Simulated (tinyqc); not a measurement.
Inside a calculation. Method: ROHF in the 6-311g basis, for H2-, spin multiplicity 2. The basis has no diffuse functions, so it cannot describe the extra electron: this is an exercise in the method, not the real anion. One step of it, computed by the program tinyqc.

Task: Iteration 3: Roothaan effective Fock matrix. With projectors Pc = D(beta) S, Po = (D(alpha) - D(beta)) S, Pv = 1 - D(alpha) S, the block xy is Px^T F Py; with Fc = (F(alpha) + F(beta))/2, the blocks are Fc for cc, oo, vv and cv, F(beta) for co and F(alpha) for ov.

F(alpha) (hartree), lower triangle:
```
           1H 1s      1H 2s      1H 3s      2H 1s      2H 2s      2H 3s
1H 1s   1.002057
1H 2s  -0.137655   0.016558
1H 3s  -0.321262  -0.151422  -0.050530
2H 1s  -0.131381  -0.189564  -0.220574   0.946627
2H 2s  -0.182921  -0.156912  -0.160091  -0.179126  -0.022757
2H 3s  -0.211275  -0.153840  -0.086219  -0.341535  -0.171236  -0.060185
```

F(beta) (hartree), lower triangle:
```
           1H 1s      1H 2s      1H 3s      2H 1s      2H 2s     2H 3s
1H 1s   1.132214
1H 2s  -0.018229   0.148513
1H 3s  -0.245011  -0.053161   0.039388
2H 1s  -0.184003  -0.225145  -0.212195   1.152628
2H 2s  -0.229620  -0.189273  -0.144378   0.012712   0.184522
2H 3s  -0.221808  -0.150675  -0.050749  -0.217922  -0.023344  0.060817
```

D(alpha) after iteration 2, lower triangle:
```
           1H 1s      1H 2s      1H 3s     2H 1s     2H 2s     2H 3s
1H 1s   0.035487
1H 2s   0.045232   0.058969
1H 3s   0.190105   0.221051   1.361730
2H 1s   0.001781   0.009126  -0.101184  0.035798
2H 2s   0.003780   0.015876  -0.158327  0.057782  0.093289
2H 3s  -0.102204  -0.095568  -1.107967  0.175620  0.280629  1.209256
```

D(beta) after iteration 2, lower triangle:
```
          1H 1s     1H 2s     1H 3s     2H 1s     2H 2s     2H 3s
1H 1s  0.020833
1H 2s  0.029919  0.042968
1H 3s  0.057258  0.082230  0.157368
2H 1s  0.018572  0.026672  0.051044  0.016557
2H 2s  0.030487  0.043783  0.083791  0.027179  0.044615
2H 3s  0.028716  0.041240  0.078923  0.025600  0.042023  0.039582
```

overlap S, lower triangle:
```
          1H 1s     1H 2s     1H 3s     2H 1s     2H 2s     2H 3s
1H 1s  1.000000
1H 2s  0.706377  1.000000
1H 3s  0.373664  0.788963  1.000000
2H 1s  0.031423  0.170806  0.221959  1.000000
2H 2s  0.170806  0.408782  0.513792  0.706377  1.000000
2H 3s  0.221959  0.513792  0.754222  0.373664  0.788963  1.000000
```

Give: effective F.

Result:

effective F (hartree), lower triangle:
```
         1H 1s    1H 2s    1H 3s    2H 1s    2H 2s   2H 3s
1H 1s   1.0518
1H 2s  -0.0935   0.0673
1H 3s  -0.2919  -0.1105  -0.0096
2H 1s  -0.1421  -0.1922  -0.2084   1.0347
2H 2s  -0.1935  -0.1623  -0.1479  -0.0934   0.0787
2H 3s  -0.2127  -0.1510  -0.0698  -0.2802  -0.0903  0.0116
```
